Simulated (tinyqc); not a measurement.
## Joule-heated wire on a substrate, fin equation: effect of the conductance per length to the substrate

A wire of length L loses heat along itself to two contacts and sideways to the substrate: kap A theta'' - g theta + p = 0 with theta = T - T0 and p = p0. The ends are held at T0. Constant conductivity, diffusive heat flow.

The equation is solved on 800 equal steps and the peak is the largest node value. LH = sqrt(kap A/g); the share is the integral of g theta over that of p.

Parameters, values chosen for the exercise:
- kap = 150 W/(m K) (conductivity along the wire)
- A = 180 nm^2 (cross-section)
- L = 710 nm (length between the contacts)
- Rc = 0 K/uW (thermal resistance of each contact)
- p0 = 0.047 uW/nm (heating per length)

Effect of the conductance per length to the substrate:
```
g (W/(m K)),LH (nm),L/LH,peak theta (K),peak/(p0/g),share to the substrate (%)
0.17,398.5,1.782,82.28,0.2976,20.09
0.37,270.1,2.628,63.36,0.4988,34.15
0.79,184.9,3.841,42.42,0.7130,50.11
1.7,126.0,5.634,24.35,0.8808,64.75
3.7,85.42,8.311,12.30,0.9687,75.95
7.9,58.46,12.14,5.922,0.9954,83.53
17,39.85,17.82,2.764,0.9997,88.77
```

As g goes from 0.17 to 17 W/(m K), the peak theta falls from 82.3 to 2.76 K and the share of heat to the substrate rises from 20.1 to 88.8 %; L/LH goes from 1.8 to 18. Where L/LH is smallest the peak reaches 0.30 of p0/g, where it is largest 1.0: contacts cool the wire only within a few healing lengths.

tinyqc, about 0.01 s, one thread, Intel Xeon 2.30GHz (shared host): `OMP_NUM_THREADS=1 python tinyqc.py 2520065 2520066 out.jsonl`
